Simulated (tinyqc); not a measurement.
## Ground and coupling capacitance from two measurements

Question. A line has Cg to the planes and Cc to each of two neighbours. Find Cg, Cc, the load when both neighbours switch in antiphase, and the pulse on the line when it floats and both neighbours swing by Vx.

Values chosen for this exercise: swing Vx = 0.8 V.

capacitance with neighbours driven alike and with neighbours grounded (aF/um): [31, 119]

Solution. Driven alike, Cc carries no charge, which leaves Cg; grounded neighbours give Cg + 2 Cc, antiphase Cg + 4 Cc; a floating line divides the swing as 2 Cc/(Cg + 2 Cc).

Cg = 31.0 aF/um
Cc = 44.0 aF/um
load in antiphase = 207 aF/um
pulse = 0.592 V

Numbers from tinyqc (`OMP_NUM_THREADS=1 python tinyqc.py 2790126 2790127 out.jsonl`; about 0.7 s on one thread of a shared Intel Xeon 2.30GHz).
